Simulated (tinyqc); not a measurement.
## Doping from the ideality factor

Question. For thermionic-field emission over a Schottky barrier the ideality factor is n = u coth(u) with u = E00/Vt and E00 = (hbar/2) sqrt(Nd/(me m0 eps0 eps_r)) in SI units (volts). Find u, E00 and Nd.

Parameters, values chosen for the exercise; band and dielectric values close to those of gallium arsenide: temperature T = 300 K; electron mass me = 0.0669 m0; relative permittivity eps_r = 13.1.

Constants: q = 1.602176634e-19 C, kB = 1.380649e-23 J/K, eps0 = 8.8541878128e-12 F/m, hbar = 1.054571817e-34 J s, m0 = 9.1093837015e-31 kg, Vt = kB T/q. Results are converted to the units shown.

n = 1.6076729

Answer. u coth(u) rises steadily from 1, so n fixes u; the definition of E00 then gives Nd.

u = 1.435
E00 = 37.10 meV
Nd = 3.500e18 cm^-3

Computed by the program tinyqc: `OMP_NUM_THREADS=1 python tinyqc.py 2640162 2640163 out.jsonl`, one thread of a shared Intel Xeon 2.30GHz, about 0.02 s for the whole run.
